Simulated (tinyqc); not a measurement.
# The weight eta from points of equal mobility

Problem. If the mobility depends on E = q (Ndep + eta Ns)/(eps0 eps_r) alone, two points of equal mobility on its falling branch have equal E. Find eta and E.

Values chosen for this exercise:

| symbol | value | unit | meaning |
|---|---|---|---|
| eps_r | 11.7 |  | relative permittivity of the semiconductor |

Constants: q = 1.602176634e-19 C, eps0 = 8.8541878128e-14 F/cm where lengths are in cm. Results are converted to the units shown.

Ndep at two body biases (cm^-2): [7.4324178e11, 1.2725054e12]
Ns at which the mobility is the same (cm^-2): [5e12, 3.7091130e12]

Solution. eta is the ratio of the differences of Ndep and Ns.

eta = 0.410
E = 0.432 MV/cm

Computed by the program tinyqc: `OMP_NUM_THREADS=1 python tinyqc.py 2510116 2510117 out.jsonl`, one thread of a shared Intel Xeon 2.30GHz, about 0.01 s for the whole run.
